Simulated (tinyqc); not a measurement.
Worked calculation: hot carriers by balance equations with a heated Maxwellian. Computed by tinyqc, a small Python program that keeps every step. Command: `OMP_NUM_THREADS=1 python tinyqc.py 3027261 3027262 out.jsonl hot walk`. One thread of a shared host (Intel(R) Xeon(R) Processor @ 2.30GHz), about 0.01 s of CPU time with the checks. Intermediate numbers are printed to about 5 digits and carried at full precision; extremes and crossings named in words are read from the listed rows.

The carriers follow a Maxwellian at an electron temperature T_e, slightly displaced; the drift energy is neglected against k_B T_e. The balance averages the rate, not the time, so mu_0 lies below the relaxation-time value.

Inputs (values chosen for the exercise, modelled on electrons in diamond):
```
quantity                                          value       unit
effective mass m                                   0.49        m_0
density rho                                        3515     kg/m^3
sound velocity v_l                                18300        m/s
acoustic deformation potential D_A                    8         eV
phonon energy hbar w                                145        meV
optical or intervalley deformation potential D_o    8.1  1e8 eV/cm
final valleys Z_f                                     5          -
lattice temperature T                               300          K
electric field F                                     16      kV/cm
mixing                                              0.3          -
iteration cap                                       300          -
```

Band: parabolic. Solver: damped fixed point.

Constants: k_B = 8.617333262e-05 eV/K; k_B = 1.380649e-23 J/K; e = 1.602176634e-19 C; hbar = 1.054571817e-34 J s; m_0 = 9.1093837015e-31 kg; hbar = 6.582119569e-16 eV s.

## Equilibrium values

Parabolic band: E = hbar^2 k^2/(2 m), speed v = hbar k/m, states per spin, volume and energy g(E) = m k/(2 pi^2 hbar^2). Masses are multiplied by m_0 and all formulas are in SI units. Phonon occupation N_q = 1/(exp(hbar w/(k_B T)) - 1). Acoustic deformation potential (elastic, equipartition, absorption and emission together): 1/tau = 2 pi k_B T D_A^2 g(E)/(hbar rho v_l^2). Optical or intervalley deformation potential: 1/tau = (pi Z_f D_o^2/(rho w)) [N_q g(E + hbar w) + (N_q + 1) g(E - hbar w)], with g = 0 below the band edge. Averages over the Maxwellian, <y> = int y x^(1/2) exp(-x) dx / int x^(1/2) exp(-x) dx with x = E/(k_B T_e), split at x_0 = hbar w/(k_B T_e): 64 Gauss-Legendre points in sqrt(x) below it and 128 in sqrt(x - x_0) above it, up to x = 32. Momentum balance: mu(T_e) = e/(m nu), nu = <x (sum of rates)>/<x>. Power lost per carrier: P(T_e) = hbar w <emission rate - absorption rate> + <(2 m v_l^2/(k_B T)) (E - 2 k_B T) acoustic rate>. Energy relaxation time at weak heating: tau_E = (3/2) k_B / (dP/dT_e), the derivative by a central difference of +/- 0.5 K at T_e = T.

low-field mobility mu_0 = 4285.9 cm^2/(V s)

energy relaxation time tau_E = 1.1559 ps

Energy and momentum relax at comparable rates here.

## Balance functions

The field that sustains T_e follows from e mu F^2 = P.

Against the electron temperature:
```
T_e (K)  mu (cm^2/(V s))  P optical (1e9 eV/s)  P acoustic (1e9 eV/s)  F (kV/cm)  drift velocity (1e7 cm/s)
330               3685.2            3.8141e+00             1.7834e-01      1.041                     0.3836
390               2722.6            1.5482e+01             5.8164e-01      2.429                     0.6613
480               1814.4            4.3210e+01             1.2905e+00      4.952                     0.8986
600               1190.6            9.6425e+01             2.4048e+00      9.111                     1.0847
900                625.6            2.7502e+02             5.8905e+00     21.190                     1.3257
1500               347.3            6.6394e+02             1.5209e+01     44.220                     1.5358
2400               233.3            1.1647e+03             3.3667e+01     71.664                     1.6722
3600               176.1            1.6909e+03             6.4795e+01     99.854                     1.7583
```

Optical phonons take 96 % of the power in the first row and 96 % in the last. The velocity grows as F^0.64 at first and as F^0.15 at the end, so it levels off; if optical phonons alone set both balances the limit at high T_e would be sqrt(3 hbar w tanh(hbar w/2 k_B T)/(4 m)) = 1.97 in the same unit. Rows above 1400 K (k_B T_e > 0.12 eV) stretch the parabolic band.

## First iteration

Fixed point: T_out = T + (T_e - T) e mu(T_e) F^2/P(T_e), T_new = T_e + mixing (T_out - T_e). Start at T_e = 1.5 T.

mu at the start = 2059.4 cm^2/(V s)

P at the start = 3.3702e+10 eV/s

new T_e = 1109.0 K

## The whole iteration

Start at T_e = 1.5 T; stop when T_e moves by less than 1e-6 K or exceeds 1e6 K.

Course of the iteration:
```
iteration  T_e (K)  mu (cm^2/(V s))    step (K)
1            450.0           2059.4  6.5895e+02
2           1109.0            479.4  1.7199e+02
3            937.0            592.4  9.6224e+01
4            840.7            688.6  4.4088e+01
5            796.7            745.4  1.5988e+01
6            780.7            768.6  4.8842e+00
7            775.8            776.0  1.3793e+00
...            ...              ...         ...
12           773.9            778.9  2.0915e-03
13           773.9            778.9  5.6933e-04
14           773.9            778.9  1.5498e-04
15           773.9            778.9  4.2186e-05
16           773.9            778.9  1.1483e-05
17           773.9            778.9  3.1259e-06
18           773.9            778.9  8.5090e-07
```

electron temperature T_e = 773.88 K

Converged in 18 iterations.

## Drift velocity

v = mu(T_e) F; warm-carrier coefficient (mu/mu_0 - 1)/F^2.

mobility mu(T_e) = 778.93 cm^2/(V s)

drift velocity = 1.2463 1e7 cm/s

mu/mu_0 = 0.18174

(mu/mu_0 - 1)/F^2 = -0.0031963 cm^2/kV^2

T_e/T = 2.58; the simple estimate T + (2/3) e mu_0 F^2 tau_E/k_B would give 10112 K, too high since mu falls and tau_E changes as the gas heats. Caution: the drift energy m v^2/2 is not small against the heating (3/2) k_B (T_e - T), so T_e - T is rough.

Checks made by the program: detailed balance, P(T_e = T) = 0, on the scale of P at 1.1 T (relative difference below 1e-10).
